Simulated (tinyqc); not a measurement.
A spin-degenerate level with charging energy between two leads, rate equations: relaxation from the empty dot.

States 0, up, down and 2 with energies 0, e1 - Ez/2, e1 + Ez/2 and 2 e1 + U. mu_L = +V/2, mu_R = -V/2 (meV), f(x) = 1/(1 + exp(x/kB T)). A transition that adds one electron of given spin at the energy E has the rate G f(E - mu) from each lead, and its reverse G [1 - f(E - mu)]. I counts electrons leaving the left lead, times q.

Explicit Euler step: p(new) = p + dt W p.

Stop when no probability changes by more than 1e-8 in a step, or after 60 steps.

Values chosen for this exercise: time step dt = 0.2 ns.

W (1/ns):
```
,0,up,down,2
0,-11.6000,0.0000,0.0000,0.0000
up,5.8000,-4.6355,0.0000,1.1645
down,5.8000,0.0000,-4.6355,1.1645
2,0.0000,4.6355,4.6355,-2.3291
```

p at the start: 0 1, up 0, down 0, 2 0

Course of the iteration:
```
step,p(0) / 1e7,p(up) / 1e7,p(down) / 1e7,p(2) / 1e7,largest change
1,0.00000,0.00000,0.00000,0.00000,2.32
2,0.00000,0.00000,0.00000,0.00000,3.06
3,0.00000,0.00000,0.00000,0.00000,4.04
4,0.00000,0.00000,0.00000,0.00000,5.34
5,0.00000,0.00000,0.00000,0.00000,7.04
6,0.00000,0.00000,0.00000,0.00000,9.30
7,0.00000,0.00000,0.00000,0.00000,12.3
8,0.00000,0.00000,0.00000,0.00000,16.2
...,...,...,...,...,...
53,-0.24571,0.24571,0.24571,-0.24571,4.32e6
54,0.32433,-0.32433,-0.32433,0.32433,5.70e6
55,-0.42812,0.42812,0.42812,-0.42812,7.52e6
56,0.56512,-0.56512,-0.56512,0.56512,9.93e6
57,-0.74596,0.74596,0.74596,-0.74596,1.31e7
58,0.98466,-0.98466,-0.98466,0.98466,1.73e7
59,-1.29976,1.29976,1.29976,-1.29976,2.28e7
60,1.71568,-1.71568,-1.71568,1.71568,3.02e7
```

Did this iteration meet its convergence test, and what does its course show?

No. The change grows and flips sign each step, and probabilities leave the range 0 to 1. The largest decay rate of W is 11.6 1/ns, so a step multiplies that mode by 1 - dt times the rate = -1.32, beyond -1; stability needs dt below 0.172 ns. In reruns, dt = 0.086 ns settles in 22 steps; implicit steps, p(new) = (1 - dt W)^(-1) p, at the original dt = 0.2 ns settle in 23 steps.

Range of the model: Rate equations need hbar G well below kB T; cotunnelling and the Kondo effect are left out.

Computed by the program tinyqc: `OMP_NUM_THREADS=1 python tinyqc.py 2780040 2780041 out.jsonl`, one thread of a shared Intel Xeon 2.30GHz, about 0.01 s for the whole run.
